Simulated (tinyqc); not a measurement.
Worked calculation: plane-wave Kohn-Sham cycle with exchange-only LDA in a layered model solid. One step of it, computed by the program tinyqc.

Task: Iteration 2: levels at that k. Diagonalise the Hermitian matrix.

H (hartree):
```
           -3        -2         -1         +0         +1        +2         +3
-3   0.870963  0.101377   0.040165   0.007742   0.002613  0.000474  -0.000124
-2   0.101377  0.277874   0.101377   0.040165   0.007742  0.002613   0.000474
-1   0.040165  0.101377  -0.077980   0.101377   0.040165  0.007742   0.002613
+0   0.007742  0.040165   0.101377  -0.196598   0.101377  0.040165   0.007742
+1   0.002613  0.007742   0.040165   0.101377  -0.077980  0.101377   0.040165
+2   0.000474  0.002613   0.007742   0.040165   0.101377  0.277874   0.101377
+3  -0.000124  0.000474   0.002613   0.007742   0.040165  0.101377   0.870963
```

Give: eigenvalues.

Result:

eigenvalues (hartree): -0.2813  -0.1395  -0.0060  0.2773  0.3114  0.8905  0.8927
